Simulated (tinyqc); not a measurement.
## Field from the level spacing

Problem. In a triangular well E_k = a_k (C F^2/mz1)^(1/3), a_1 = 2.338107, a_2 = 4.087949, C = hbar^2/(2 m0), F in eV/nm (1 MV/cm = 0.1 eV/nm). Find F, E_1, the mean distance 2 E_1/(3 F) of the lowest level and the sheet charge eps0 eps_r F/q behind such a field.

Inputs (values chosen for the exercise):
- eps_r = 11.7 (relative permittivity)
- mz1 = 0.908 m0 (mass along z of valley set A (2 valley(s)))

Constants: q = 1.602176634e-19 C, hbar = 1.054571817e-34 J s, m0 = 9.1093837015e-31 kg, eps0 = 8.8541878128e-14 F/cm where lengths are in cm, hbar^2/(2 m0) = 0.0380998212 eV nm^2. Results are converted to the units shown.

spacing of the two lowest levels = 143.79477 meV

Solution. The spacing over a_2 - a_1 is the energy scale (C F^2/mz1)^(1/3), which gives F.

F = 1.15 MV/cm
E_1 = 192 meV
mean distance = 1.11 nm
sheet charge over q = 7.44e12 cm^-2

Computed by the program tinyqc: `OMP_NUM_THREADS=1 python tinyqc.py 2160118 2160119 out.jsonl`, one thread of a shared Intel Xeon 2.30GHz, about 1 s for the whole run.
